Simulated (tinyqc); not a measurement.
On-chip interconnect, size-dependent resistivity and RC delay: one step of the calculation.

A rectangular line between two neighbours and two ground planes. Surface and grain-boundary scattering are added to the bulk resistivity as corrections; capacitances are parallel-plate values without fringing; inductance is ignored.

Problem. Resistivity, resistance and capacitance per length. Metal width x = wd - 2 tl, height y = AR wd - tl; grain boundaries (Mayadas-Shatzkes): al = (lam/(gr x)) Rg/(1 - Rg), g = 1/[1 - 3 al/2 + 3 al^2 - 3 al^3 ln(1 + 1/al)] - 1; surfaces (Fuchs-Sondheimer, thick limit): s = (3/8) lam (1 - ps)(1/x + 1/y); rho = rho0 (1 + g + s); r = rho/(x y); c = eps0 ek (2 wd/hd + 2 Mf AR wd/sp).

Inputs (values chosen for the exercise); metal values close to those of copper:

| symbol | value | unit | meaning |
|---|---|---|---|
| rho0 | 1.7 | uohm cm | bulk resistivity |
| lam | 39.1 | nm | bulk mean free path |
| ps | 0.3 |  | specular share of surface scattering |
| Rg | 0.53 |  | reflection coefficient of grain boundaries |
| gr | 2 |  | grain size over the metal width |
| wd | 48 | nm | drawn line width |
| AR | 2 |  | aspect ratio, height over width |
| tl | 2.2 | nm | liner on both walls and the bottom, not conducting |
| sp | 48 | nm | space to the neighbouring lines |
| hd | 86 | nm | dielectric height to the planes above and below |
| ek | 2.5 |  | relative permittivity of the dielectric |
| Mf | 0 |  | Miller factor of the neighbours |

Constants: eps0 = 8.8541878128e-12 F/m. Results are converted to the units shown.

Wanted: x; y; al; g; s; rho; r; c.

Solution.

x = 43.600 nm
y = 93.800 nm
al = 0.50564
g = 0.70831
s = 0.34483
rho = 3.4903 uohm cm
r = 8.5345 ohm/um
c = 0.024709 fF/um

Computed by the program tinyqc: `OMP_NUM_THREADS=1 python tinyqc.py 2100006 2100007 out.jsonl`, one thread of a shared Intel Xeon 2.30GHz, about 0.01 s for the whole run.
